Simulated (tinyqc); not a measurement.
# Fully depleted semiconductor-on-insulator film with two gates, non-linear Poisson equation by Newton steps: what changes with what

One dimension across the film, front interface at x = 0, back interface at x = ts. psi is counted from the intrinsic level, n = ni exp(psi/Vt) (source grounded), holes neglected, acceptors ionised. Gates act through Cox = eps0 eox/tox and Cbox = 3.9 eps0/tb with potentials G1 = Vg - (phiM - chi - Vt ln(Nc/ni)) and G2 = Vb - (phiB - chi - Vt ln(Nc/ni)). Classical Boltzmann densities, no interface charge, no depletion in the back plane.

Values chosen for this exercise; band and dielectric values close to those of silicon: temperature T = 350 K; band gap Eg = 1.14 eV; relative permittivity eps_r = 11.6; conduction-band density of states at T Nc = 3.5e19 cm^-3; valence-band density of states at T Nv = 3.35e19 cm^-3; electron affinity chi = 3.98 eV; relative permittivity of the gate insulator (close to hafnium oxide) eox = 21.7; insulator thickness tox = 3.3 nm; film thickness ts = 19 nm; buried-oxide thickness (eps_r 3.9) tb = 88 nm; acceptor density of the film Na = 1e15 cm^-3; work function of the front gate phiM = 4.3 eV; work function of the back plane phiB = 4.03 eV; back-gate voltage Vb = 1.1 V.

Constants: q = 1.602176634e-19 C, kB = 1.380649e-23 J/K, Vt = kB T/q, eps0 = 8.8541878128e-14 F/cm where lengths are in cm. Results are converted to the units shown.

Each table varies one quantity; the others keep the values above.

## Charge against front-gate voltage

ni = sqrt(Nc Nv) exp(-Eg/(2 Vt)), Eg in volts. The Poisson equation eps0 eps_r d2psi/dx2 = q (n + Na), with -eps0 eps_r dpsi/dx = Cox (G1 - psi) at x = 0 and eps0 eps_r dpsi/dx = Cbox (G2 - psi) at x = ts, is solved on 300 equal intervals with half boxes at both ends; N_inv is the trapezoid sum of n. Swing = ln 10/(d ln N_inv/dVg); the last column is (dN_inv/dVb)/(dN_inv/dVg).

Charge against front-gate voltage:

| Vg (V) | psi front (V) | psi back (V) | N_inv (cm^-2) | centroid/ts | swing (mV/decade) | q dN_inv/dVg over Cox | back/front leverage |
|---|---|---|---|---|---|---|---|
| -0.32 | -0.0588 | 0.0546 | 6.39e5 | 0.758 | 73.7 | 5.50e-7 | 0.0607 |
| -0.17 | 0.0902 | 0.194 | 6.96e7 | 0.742 | 73.6 | 5.99e-5 | 0.0595 |
| -0.02 | 0.239 | 0.331 | 7.29e9 | 0.722 | 76.8 | 0.00601 | 0.0578 |
| 0.13 | 0.382 | 0.425 | 2.37e11 | 0.619 | 151 | 0.0993 | 0.0440 |
| 0.28 | 0.501 | 0.448 | 1.37e12 | 0.339 | 246 | 0.354 | 0.0176 |
| 0.43 | 0.574 | 0.451 | 4.16e12 | 0.168 | 411 | 0.641 | 0.0102 |
| 0.58 | 0.616 | 0.452 | 8.09e12 | 0.104 | 655 | 0.782 | 0.00840 |
| 0.73 | 0.643 | 0.452 | 1.26e13 | 0.0739 | 935 | 0.851 | 0.00774 |
| 0.88 | 0.662 | 0.452 | 1.73e13 | 0.0573 | 1.23e3 | 0.889 | 0.00741 |

Read the table: what changes, and by how much?

N_inv passes 1e11 cm^-2 at Vg = 0.0807 V. The swing starts at 73.7 mV a decade, against (1 + k) Vt ln 10 = 69.9 for a front channel with k = Cs Cbox/(Cox (Cs + Cbox)) = 0.00628, Cs = eps0 eps_r/ts; above threshold this column is no longer a subthreshold swing. The centroid falls from 0.758 to 0.0573 of ts and the leverage of the back gate falls from 0.0607 to 0.00741. For Vg = 0.43, 0.58, 0.73, 0.88 the density at an interface exceeds 0.3 Nc, where Boltzmann statistics fail. For Vg = 0.58, 0.73, 0.88 the classical centroid lies within 3 nm of an interface, where confinement, left out, would push it away.

## Threshold and coupling against the buried-oxide thickness

VT is the Vg for N_inv = 1e11 cm^-2; -dVT/dVb from the linearised equation. Limits with Cs = eps0 eps_r/ts: front channel Cs Cbox/(Cox (Cs + Cbox)), back channel Cbox (Cox + Cs)/(Cox Cs). Swing at N_inv = 1e8 cm^-2.

Threshold and coupling against the buried-oxide thickness:

| tb (nm) | VT (V) | centroid/ts at VT | -dVT/dVb | front-channel limit | back-channel limit | swing (mV/decade) |
|---|---|---|---|---|---|---|
| 9.9 | -0.560 | 0.958 | 0.660 | 0.0364 | 0.705 | 116 |
| 16 | -0.272 | 0.932 | 0.397 | 0.0265 | 0.436 | 97.7 |
| 27 | -0.0865 | 0.883 | 0.222 | 0.0178 | 0.259 | 85.6 |
| 45 | 0.0149 | 0.804 | 0.121 | 0.0115 | 0.155 | 78.6 |
| 73 | 0.0675 | 0.711 | 0.0656 | 0.00747 | 0.0956 | 74.7 |
| 120 | 0.0970 | 0.625 | 0.0354 | 0.00469 | 0.0582 | 72.3 |
| 200 | 0.114 | 0.562 | 0.0194 | 0.00287 | 0.0349 | 71.1 |

What does the table show?

As tb goes from 9.9 to 200, VT rises from -0.560 to 0.114 V, the centroid falls from 0.958 to 0.562 of ts and -dVT/dVb falls from 0.660 to 0.0194. The coupling covers 93.2 % of the way from the front-channel to the back-channel limit in the first row and 51.5 % in the last.

Computed by the program tinyqc: `OMP_NUM_THREADS=1 python tinyqc.py 2190033 2190034 out.jsonl`, one thread of a shared Intel Xeon 2.30GHz, about 0.3 s for the whole run.
